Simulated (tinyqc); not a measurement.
# Illuminated p-n diode, drift-diffusion by the Gummel loop with Scharfetter-Gummel fluxes: what changes with what

Abrupt junction at x = 0, p side from -Lp, n side to Ln, ohmic contacts. psi is counted from the intrinsic level; n = ni exp((psi - phin)/Vt), p = ni exp((phip - psi)/Vt). Contacts: p side psi = V - Vt ln(Na/ni), p = Na, n = ni^2/Na; n side psi = Vt ln(Nd/ni), n = Nd, p = ni^2/Nd. Constant mobilities, D = mu Vt, Boltzmann statistics, SRH recombination through a mid-gap level, U = (n p - ni^2)/(tp (n + ni) + tn (p + ni)). Current is positive from the p contact to the n contact.

Parameters, values chosen for the exercise; band and dielectric values close to those of silicon: temperature T = 300 K; band gap Eg = 1.12 eV; relative permittivity eps_r = 11.8; conduction-band density of states at T Nc = 2.81e19 cm^-3; valence-band density of states at T Nv = 2.67e19 cm^-3; acceptor density of the p side Na = 4.6e17 cm^-3; donor density of the n side Nd = 2.3e17 cm^-3; electron mobility mun = 440 cm^2/(V s); hole mobility mup = 190 cm^2/(V s); SRH lifetime of electrons tn = 1e-9 s; SRH lifetime of holes tp = 3e-10 s; length of the p side Lp = 5.1 um; length of the n side Ln = 6.3 um; uniform generation rate G = 4e19 cm^-3 s^-1.

Constants: q = 1.602176634e-19 C, kB = 1.380649e-23 J/K, Vt = kB T/q, eps0 = 8.8541878128e-14 F/cm where lengths are in cm. Results are converted to the units shown.

Each table varies one quantity; the others keep the values above.

## Current against voltage in the dark

ni = sqrt(Nc Nv) exp(-Eg/(2 Vt)), Eg in volts. Poisson and both continuity equations are solved self-consistently with Scharfetter-Gummel fluxes on a graded mesh of 500 nodes. J_scr is q times the integral of U between -xp and xn. Ideal diffusion current J_id = q ni^2 [Dn coth(wp/Le)/(Le Na) + Dp coth(wn/Lh)/(Lh Nd)] (exp(V/Vt) - 1), Le = sqrt(Dn tn), Lh = sqrt(Dp tp), wp = Lp - xp, wn = Ln - xn, with xp and xn from the depletion approximation (W = sqrt(2 eps0 eps_r (Vbi - V)(1/Na + 1/Nd)/q), xp = W Nd/(Na + Nd), xn = W Na/(Na + Nd), Vbi = Vt ln(Na Nd/ni^2)). Ideality factor = 0.004 V/(Vt ln[J(V + 0.004 V)/J(V)]). Here G = 0.

In this table G = 0 cm^-3 s^-1.

Current against voltage in the dark:
columns A: V (V); B: J (A/cm^2); C: ideality factor; D: J_scr/J (%); E: J_id (A/cm^2); F: share recombining at the contacts (%); G: larger minority/doping at -xp and xn
```
A           B     C     D        E        F         G
0.18  2.78e-5  1.87  99.9  1.53e-8  2.78e-4  3.68e-12
0.25  1.17e-4  1.89  99.8  2.30e-7  9.93e-4  5.48e-11
0.33  6.04e-4  1.87  99.2  5.07e-6  0.00423   1.20e-9
0.4   0.00261  1.82  97.1  7.61e-5   0.0146   1.79e-8
0.48   0.0153  1.67  89.0  0.00168   0.0552   3.89e-7
0.55   0.0863  1.44  70.8   0.0252    0.146   5.76e-6
0.62    0.666  1.22  43.4    0.378    0.283   8.46e-5
0.7      9.90  1.11  18.2     8.33    0.411   0.00176
0.77      101  1.34  7.45      125    0.499    0.0195
```

Read the table: what changes, and by how much?

J rises from 2.78e-5 to 101 A/cm^2; the ideality factor moves up and down between 1.11 and 1.89. Recombination in the depleted layer carries over half of the current up to V = 0.55 V, where the factor is 1.44; it grows roughly as exp(V/2 Vt), so diffusion overtakes it. Where the factor is lowest (V = 0.7 V), J is 19 % above the ideal diffusion current.

## Solar-cell figures against the acceptor density of the p side

Jsc = -J(0), collected share Jsc/(q G (Lp + Ln)), estimate q G [W + Le tanh(wp/2 Le) + Lh tanh(wn/2 Lh)] at V = 0 with Le = sqrt(Dn tn), Lh = sqrt(Dp tp), W, wp = Lp - xp and wn = Ln - xn from the depletion approximation; J(Voc) = 0; Vmp maximises -J V; FF = Pmax/(Jsc Voc).

Solar-cell figures against the acceptor density of the p side:
```
Na (cm^-3)  Jsc (mA/cm^2)  collected share (%)  estimate of Jsc (mA/cm^2)  Voc (V)  Vmp (V)     FF  Pmax (mW/cm^2)
4.6e17              0.971                 13.3                      0.974    0.352    0.262  0.622           0.213
7.4e17              0.968                 13.3                      0.970    0.352    0.262  0.623           0.212
1.2e18              0.966                 13.2                      0.968    0.352    0.262  0.623           0.212
1.9e18              0.965                 13.2                      0.967    0.352    0.262  0.623           0.212
3e18                0.965                 13.2                      0.967    0.352    0.262  0.623           0.212
```

What does the table show?

As Na rises from 4.6e17 to 3e18, the collected share falls from 13.3 to 13.2 %, Voc stays near 0.352 V and FF stays near 0.623. The estimate of Jsc is within 0.23 % in all rows.

tinyqc, about 0.5 s, one thread, Intel Xeon 2.30GHz (shared host): `OMP_NUM_THREADS=1 python tinyqc.py 2240033 2240034 out.jsonl`
